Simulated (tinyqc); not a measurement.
Band offsets of oxides on a semiconductor by the charge-neutrality-level model: one step of the calculation.

Each material has a charge-neutrality level at the depth Phi = chi + Eg - CNL below vacuum. For oxide B on semiconductor A, dEc = (chiA - PhiA) - (chiB - PhiB) + S (PhiA - PhiB), dEv = EgB - EgA - dEc, with the pinning factor S = 1/(1 + 0.1 (eps_inf - 1)^2) of the oxide. S = 1 is the affinity rule, S = 0 aligns the two levels.

Problem. One oxide. Depths of both levels, S and the two offsets.

Values chosen for this exercise; substrate values close to those of germanium:
```
symbol  value  unit                                             meaning
EgA      0.67    eV                            gap of the semiconductor
chiA     4.11    eV                               its electron affinity
cA        0.1    eV  its charge-neutrality level above the valence edge
```

oxide values (close to silicon dioxide): Eg (eV) 8.94, chi (eV) 0.92, CNL (eV) 4.49, eps_inf 2.23

Find: PhiA; PhiB; S; dEc; dEv.

Solution.

PhiA = 4.6800 eV
PhiB = 5.3700 eV
S = 0.86859
dEc = 3.2807 eV
dEv = 4.9893 eV

The limits are dEc = 3.19 eV (S = 1) and 3.88 eV (S = 0).

Range of the model: The model ignores the chemistry of the actual interface, which can move offsets by several tenths of an eV.

Program tinyqc, `OMP_NUM_THREADS=1 python tinyqc.py 2410158 2410159 out.jsonl`; Intel Xeon 2.30GHz, shared host, one thread, about 0.01 s.
